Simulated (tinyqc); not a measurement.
## Film and buried-oxide thickness from two coupling ratios

Inverse problem. In a depleted film -dVT/dVb is k1 = Cs Cbox/(Cox (Cs + Cbox)) for a front channel and k2 = Cbox (Cox + Cs)/(Cox Cs) for a back channel, with Cox = eps0 eox/tox, Cs = eps0 eps_r/ts, Cbox = 3.9 eps0/tb. Find ts and tb.

Values chosen for this exercise; band and dielectric values close to those of silicon:
- eps_r = 11.6 (relative permittivity)
- eox = 3.9 (relative permittivity of the gate insulator (close to silicon dioxide))
- tox = 1.5 nm (insulator thickness)

coupling ratios for a front and a back channel: 0.011107565  0.050331565

Answer. With y = Cox/Cs and z = Cox/Cbox, 1/k1 = y + z and k2 = (1 + y)/z, so y = (k2/k1 - 1)/(1 + k2); the thicknesses follow from y and z.

ts = 15.0 nm
tb = 130 nm

Program tinyqc, `OMP_NUM_THREADS=1 python tinyqc.py 2190051 2190052 out.jsonl`; Intel Xeon 2.30GHz, shared host, one thread, about 0.4 s.
